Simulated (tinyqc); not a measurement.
Inside a calculation. Method: empirical pseudopotential in a few plane waves. Computed by tinyqc, a small Python program that keeps every step. Settings: plane-wave index or count = 15. Command: `OMP_NUM_THREADS=1 python tinyqc.py 31684 31685 out.jsonl` (the two numbers bound the seeds that draw the settings). One thread of a shared host (Intel(R) Xeon(R) Processor @ 2.60GHz), about 0.2 s of CPU time with the checks.

## Bloch Hamiltonian at k

Parameters chosen for this model: fcc lattice, atoms at +/- a/8 (1,1,1); form factors in rydberg at |G|^2 in units of (2 pi/a)^2:

| parameter | value | unit |
|---|---|---|
| a | 5.210000 | angstrom |
| VS(3) | -0.233000 | Ry |
| VS(8) | 0.036000 | Ry |
| VS(11) | 0.034000 | Ry |
| VA(3) | 0 | Ry |
| VA(4) | 0 | Ry |
| VA(11) | 0 | Ry |
| hbar^2/2m (2 pi/a)^2 | 5.541243 | eV |

k point k (2 pi / a): 0.250000  -0.190000  -0.500000

Basis: the 15 shortest G (labels in 2 pi/a), the same at every k. H(G,G') = c |k + G|^2 delta + VS(|G-G'|^2) cos((G-G').tau) + i VA sin((G-G').tau), tau = a/8 (1,1,1); 1 Ry = 13.605693 eV.

H(k) at k (eV):
```
           +0+0+0     -1-1-1     -1-1+1     -1+1-1     -1+1+1     +1-1-1     +1-1+1     +1+1-1
+0+0+0   1.931677   2.241618  -2.241618  -2.241618  -2.241618  -2.241618  -2.241618  -2.241618
-1-1-1   2.241618  23.431701   0.000000   0.000000  -0.489805   0.000000  -0.489805  -0.489805
-1-1+1  -2.241618   0.000000  12.349215   0.489805   0.000000   0.489805   0.000000   0.000000
-1+1-1  -2.241618   0.000000   0.489805  19.220356   0.000000   0.489805   0.000000   0.000000
-1+1+1  -2.241618  -0.489805   0.000000   0.000000   8.137870   0.000000   0.489805   0.489805
+1-1-1  -2.241618   0.000000   0.489805   0.489805   0.000000  28.972944   0.000000   0.000000
+1-1+1  -2.241618  -0.489805   0.000000   0.000000   0.489805   0.000000  17.890458   0.489805
+1+1-1  -2.241618  -0.489805   0.000000   0.000000   0.489805   0.000000   0.489805  24.761600
+1+1+1   2.241618   0.000000  -0.489805  -0.489805   0.000000  -0.489805   0.000000   0.000000
-2+0+0   0.000000  -2.241618  -2.241618  -2.241618   2.241618   0.327103  -0.327103  -0.327103
+0-2+0   0.000000  -2.241618  -2.241618   0.327103  -0.327103  -2.241618   2.241618  -0.327103
+0+0-2   0.000000  -2.241618   0.327103  -2.241618  -0.327103  -2.241618  -0.327103   2.241618
+0+0+2   0.000000  -0.327103   2.241618  -0.327103  -2.241618  -0.327103  -2.241618   0.327103
+0+2+0   0.000000  -0.327103  -0.327103   2.241618  -2.241618  -0.327103   0.327103  -2.241618
+2+0+0   0.000000  -0.327103  -0.327103  -0.327103   0.327103   2.241618  -2.241618  -2.241618

           +1+1+1     -2+0+0     +0-2+0     +0+0-2     +0+0+2     +0+2+0     +2+0+0
+0+0+0   2.241618   0.000000   0.000000   0.000000   0.000000   0.000000   0.000000
-1-1-1   0.000000  -2.241618  -2.241618  -2.241618  -0.327103  -0.327103  -0.327103
-1-1+1  -0.489805  -2.241618  -2.241618   0.327103   2.241618  -0.327103  -0.327103
-1+1-1  -0.489805  -2.241618   0.327103  -2.241618  -0.327103   2.241618  -0.327103
-1+1+1   0.000000   2.241618  -0.327103  -0.327103  -2.241618  -2.241618   0.327103
+1-1-1  -0.489805   0.327103  -2.241618  -2.241618  -0.327103  -0.327103   2.241618
+1-1+1   0.000000  -0.327103   2.241618  -0.327103  -2.241618   0.327103  -2.241618
+1+1-1   0.000000  -0.327103  -0.327103   2.241618   0.327103  -2.241618  -2.241618
+1+1+1  13.679113  -0.327103  -0.327103  -0.327103  -2.241618  -2.241618  -2.241618
-2+0+0  -0.327103  18.555407   0.489805   0.489805  -0.489805  -0.489805   0.000000
+0-2+0  -0.327103   0.489805  28.307995   0.489805  -0.489805   0.000000  -0.489805
+0+0-2  -0.327103   0.489805   0.489805  35.179137   0.000000  -0.489805  -0.489805
+0+0+2  -2.241618  -0.489805  -0.489805   0.000000  13.014164   0.489805   0.489805
+0+2+0  -2.241618  -0.489805   0.000000  -0.489805   0.489805  19.885305   0.489805
+2+0+0  -2.241618   0.000000  -0.489805  -0.489805   0.489805   0.489805  29.637894
```

## Levels at k

Diagonalise the Hermitian matrix.

eigenvalues (eV): -0.343203  6.465445  10.459893  11.242383  15.052863  16.975715  18.275309  18.563855  22.820150  23.262996  24.189453  27.902963  30.163082  32.303914  37.620019

## Bands along a path

The same steps at evenly spaced points between the labelled ones.

Bands along the path (eV), lowest eight:

| k | band 1 | band 2 | band 3 | band 4 | band 5 | band 6 | band 7 | band 8 |
|---|---|---|---|---|---|---|---|---|
| L | 0.829911 | 4.139531 | 11.810638 | 11.810638 | 13.470401 | 16.818966 | 16.818966 | 20.977973 |
| L-G 0.20 | 0.154839 | 5.053865 | 11.851487 | 11.851487 | 13.528614 | 16.843979 | 16.843979 | 21.135429 |
| L-G 0.40 | -0.717731 | 6.757526 | 12.078385 | 12.078385 | 13.819513 | 17.087575 | 17.087575 | 21.144797 |
| L-G 0.60 | -1.417004 | 8.850466 | 12.470328 | 12.470328 | 14.295781 | 17.092692 | 17.092692 | 18.949261 |
| L-G 0.80 | -1.853168 | 11.167678 | 12.938530 | 12.938530 | 14.686083 | 16.515138 | 16.515138 | 16.903810 |
| G | -2.000567 | 13.192378 | 13.192378 | 13.192378 | 13.823218 | 16.133925 | 16.133925 | 16.133925 |
| G-X 0.20 | -1.803689 | 11.188606 | 12.444650 | 12.444650 | 15.460970 | 15.802957 | 17.187168 | 17.187168 |
| G-X 0.40 | -1.216046 | 8.993573 | 11.321921 | 11.321921 | 14.413531 | 16.433827 | 19.197761 | 19.197761 |
| G-X 0.60 | -0.247253 | 6.884288 | 10.447595 | 10.447595 | 13.654202 | 14.897161 | 21.479275 | 21.479275 |
| G-X 0.80 | 1.084446 | 4.892682 | 9.938286 | 9.938286 | 13.341890 | 13.660512 | 23.887910 | 23.887910 |
| X | 2.748889 | 3.085808 | 9.829902 | 9.829902 | 13.002228 | 13.546433 | 26.447300 | 26.447300 |

With 4 band(s) filled, the highest filled level on these points lies at G and the lowest empty one at X: the bands touch or overlap, so there is no gap. This holds for the small fixed basis; with all plane waves up to |k + G|^2 = 21 (2 pi/a)^2 the gap along the path is -0.45 eV.

## Convergence with the number of plane waves

Levels at G counted from the fourth one.

Levels (eV):

| plane waves | level 1 | level 5 | level 8 |
|---|---|---|---|
| 9 | -18.134491 | 0.000000 | 1.959220 |
| 15 | -15.192944 | 0.630840 | 2.941547 |
| 27 | -14.792420 | 1.035592 | 2.672929 |
| 51 | -14.799021 | 1.095054 | 2.725700 |
| 59 | -14.792842 | 1.119629 | 2.624359 |
| 65 | -14.795359 | 1.119629 | 2.614588 |
| 89 | -14.783182 | 1.110245 | 2.624391 |
